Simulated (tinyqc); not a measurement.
# Hole mobility in a silicon inversion layer, empirical terms and Matthiessen rule: several studies

Inversion layer of sheet density Ns on a uniformly doped body, under a high-permittivity gate with an interlayer. The mobility terms are empirical power laws with prefactors chosen for the exercise; adding their inverses (Matthiessen) is itself an approximation.

Parameters, values chosen for the exercise; material values close to those of silicon: temperature T = 300 K; band gap Eg = 1.1 eV; relative permittivity of the semiconductor eps_r = 11.8; conduction-band density of states at T Nc = 2.81e19 cm^-3; valence-band density of states at T Nv = 2.63e19 cm^-3; body doping Nb = 1.9e17 cm^-3; reverse body bias Vsb = 0 V; weight of the inversion charge in the effective field eta = 0.3333; phonon-limited mobility at 1 MV/cm and 300 K Ap = 137 cm^2/(V s); roughness-limited mobility at 1 MV/cm As = 483 cm^2/(V s); exponent of the roughness term gs = 1; Coulomb prefactor Ac = 870 cm^2/(V s); charge at the interface Nit = 5.5e11 cm^-2; remote-phonon mobility without interlayer Ar = 160 cm^2/(V s); interlayer thickness ti = 1.5 nm; decay length of remote phonons lr = 0.8 nm; inversion density Ns = 1.1e13 cm^-2.

Constants: q = 1.602176634e-19 C, kB = 1.380649e-23 J/K, Vt = kB T/q, eps0 = 8.8541878128e-14 F/cm where lengths are in cm. Results are converted to the units shown.

Each table varies one quantity; the others keep the values above.

## Effect of the body doping

ni = sqrt(Nc Nv) exp(-Eg/(2 Vt)), Eg in volts; Ndep = sqrt(2 eps0 eps_r Nb (2 Vt ln(Nb/ni) + Vsb)/q); E = q (Ndep + eta Ns)/(eps0 eps_r), in MV/cm. With t = T/(300 K): muC = Ac (Ns/1e12 cm^-2) t/(Nb/1e17 cm^-3 + Nit/1e11 cm^-2), muP = Ap E^(-1/3) t^(-1.75), muS = As E^(-gs), muR = Ar exp(2 ti/lr)/t; 1/mu is the sum of the inverses.

The same in every row: muR (cm^2/(V s)) = 6803.

Effect of the body doping:

| Nb (cm^-3) | E (MV/cm) | muC (cm^2/(V s)) | muP (cm^2/(V s)) | muS (cm^2/(V s)) | mu (cm^2/(V s)) |
|---|---|---|---|---|---|
| 2e16 | 0.6290 | 1679 | 159.9 | 767.9 | 120.5 |
| 4.4e16 | 0.6640 | 1611 | 157.0 | 727.4 | 117.5 |
| 9.7e16 | 0.7173 | 1479 | 153.0 | 673.3 | 113.1 |
| 2.1e17 | 0.7960 | 1259 | 147.8 | 606.8 | 106.9 |
| 4.7e17 | 0.9204 | 938.2 | 140.8 | 524.7 | 97.86 |
| 1e18 | 1.096 | 617.4 | 132.9 | 440.7 | 86.49 |
| 2.3e18 | 1.390 | 335.8 | 122.7 | 347.4 | 70.67 |
| 5e18 | 1.808 | 172.4 | 112.5 | 267.1 | 53.81 |

As Nb goes from 2e16 to 5e18 cm^-3, E rises from 0.629 to 1.81 MV/cm and mu falls from 120 to 53.8 cm^2/(V s). The phonon term is the smallest in the first and the last row. At Nb = 5e18 cm^-3 E passes 1.5 MV/cm, beyond the usual range of such laws.

## Effect of the charge at the interface

Same model as above.

The same in every row: E (MV/cm) = 0.7839; muP (cm^2/(V s)) = 148.6; muS (cm^2/(V s)) = 616.1; muR (cm^2/(V s)) = 6803.

Result of one run:

| Nit (cm^-2) | muC (cm^2/(V s)) | mu (cm^2/(V s)) |
|---|---|---|
| 3.2e11 | 1876 | 110.7 |

What becomes of these results when the charge at the interface Nit is changed from 3.2e11 to 1e13 cm^-2, all else the same?

Result of the changed run:

| Nit (cm^-2) | muC (cm^2/(V s)) | mu (cm^2/(V s)) |
|---|---|---|
| 1e13 | 93.92 | 52.22 |

The whole series:

| Nit (cm^-2) | muC (cm^2/(V s)) | mu (cm^2/(V s)) |
|---|---|---|
| 1e10 | 4785 | 114.8 |
| 3.2e10 | 4311 | 114.5 |
| 1e11 | 3300 | 113.6 |
| 3.2e11 | 1876 | 110.7 |
| 1e12 | 804.2 | 102.6 |
| 3.2e12 | 282.3 | 83.04 |
| 1e13 | 93.92 | 52.22 |

As Nit goes from 1e10 to 1e13 cm^-2, E stays at 0.784 MV/cm and mu falls from 115 to 52.2 cm^2/(V s). The smallest term is the phonon one in the first row and the Coulomb one in the last.

## Universality: two dopings at the same effective field

Same model as above.

For each E, Ns is chosen to give that field on bodies with Nb = 2e16 and 1.9e17 cm^-3; the last column leaves out muC.

Universality: two dopings at the same effective field:

| E (MV/cm) | Ns, light body (cm^-2) | mu, light (cm^2/(V s)) | Ns, heavy body (cm^-2) | mu, heavy (cm^2/(V s)) | without muC (cm^2/(V s)) |
|---|---|---|---|---|---|
| 0.235 | 3.291e12 | 140.3 | 2.605e11 | 26.46 | 194.6 |
| 0.303 | 4.622e12 | 141.0 | 1.591e12 | 90.72 | 176.2 |
| 0.391 | 6.343e12 | 136.5 | 3.313e12 | 112.8 | 158.9 |
| 0.505 | 8.574e12 | 128.7 | 5.543e12 | 117.1 | 142.8 |
| 0.652 | 1.145e13 | 119.1 | 8.419e12 | 113.2 | 127.8 |
| 0.841 | 1.515e13 | 108.6 | 1.212e13 | 105.5 | 113.9 |
| 1.08 | 1.982e13 | 98.02 | 1.679e13 | 96.35 | 101.3 |
| 1.4 | 2.608e13 | 87.24 | 2.305e13 | 86.36 | 89.20 |

Read the table: what changes, and by how much?

The heavily doped body has 0.189 of the mobility of the light one in the first row and 0.990 in the last; there they lie 3.2 % below and 2.2 % below the curve without Coulomb scattering, which depends on E alone. The heavy body leaves that curve at low E because its field comes mostly from depletion charge and few carriers screen.

tinyqc, about 0.01 s, one thread, Intel Xeon 2.30GHz (shared host): `OMP_NUM_THREADS=1 python tinyqc.py 2510007 2510008 out.jsonl`
